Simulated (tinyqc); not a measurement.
Quantum point contact as a saddle point with Zeeman splitting: differential conductance at finite bias.

Potential V0 - m wx^2 x^2/2 + m wy^2 y^2/2; energies are counted from V0. Mode n = 0, 1, ... transmits T_n(E) = 1/(1 + exp(-2 pi (E - E_n)/wx)), E_n = wy (n + 1/2) +/- Ez/2 for the two spins, Ez = gs muB B, muB = q hbar/(2 m0); each spin carries q^2/h.

g(T) = int g(E) (-df/dE) dE = int g(mu + x kB T) dx/(4 cosh^2(x/2)), g(E) the zero-temperature value at E, g = G/(2 q^2/h). With the bias V split evenly and the saddle held fixed, dI/dV = [g(mu + V/2) + g(mu - V/2)]/2, each thermally averaged.

Parameters, values chosen for the exercise:

| symbol | value | unit | meaning |
|---|---|---|---|
| T | 0.5 | K | temperature |
| wy | 3.4 | meV | transverse quantum hbar wy |
| wx | 1.5 | meV | curvature of the barrier hbar wx |
| mu | 1.11 | meV | Fermi level above the saddle point |
| gs | 3.5 |  | size of the g factor |
| B | 12 | T | in-plane magnetic field |

Constants: q = 1.602176634e-19 C, kB = 1.380649e-23 J/K, hbar = 1.054571817e-34 J s, m0 = 9.1093837015e-31 kg, Vt = kB T/q. Results are converted to the units shown.

Results:

| V (mV) | g(mu + V/2) | g(mu - V/2) | dI/dV |
|---|---|---|---|
| 0 | 0.4649 | 0.4649 | 0.4649 |
| 0.68 | 0.4921 | 0.3815 | 0.4368 |
| 1.36 | 0.5025 | 0.2223 | 0.3624 |
| 2.04 | 0.5186 | 0.08280 | 0.3007 |
| 3.4 | 0.7027 | 0.005784 | 0.3542 |
| 4.08 | 0.8845 | 0.001406 | 0.4430 |
| 4.76 | 1.040 | 3.393e-4 | 0.5200 |
| 5.44 | 1.211 | 8.171e-5 | 0.6056 |
| 6.12 | 1.379 | 1.967e-5 | 0.6894 |
| 6.8 | 1.464 | 4.735e-6 | 0.7321 |
| 7.48 | 1.492 | 1.140e-6 | 0.7460 |

Estimate the missing row, V = 2.72 mV.

Computed row:

| V (mV) | g(mu + V/2) | g(mu - V/2) | dI/dV |
|---|---|---|---|
| 2.72 | 0.5705 | 0.02309 | 0.2968 |

With this row back in the table: dI/dV goes from 0.465 through a minimum of 0.297 (at V = 2.72 mV among the rows listed) to 0.746 in units of 2 q^2/h. Right-movers gain modes (0.465 to 1.49) while left-movers lose them (0.465 to 1.14e-6).

Range of the model: Orbital effects of the in-plane field and interactions (such as the 0.7 feature) are left out.

Program tinyqc, `OMP_NUM_THREADS=1 python tinyqc.py 2740024 2740025 out.jsonl`; Intel Xeon 2.30GHz, shared host, one thread, about 0.03 s.
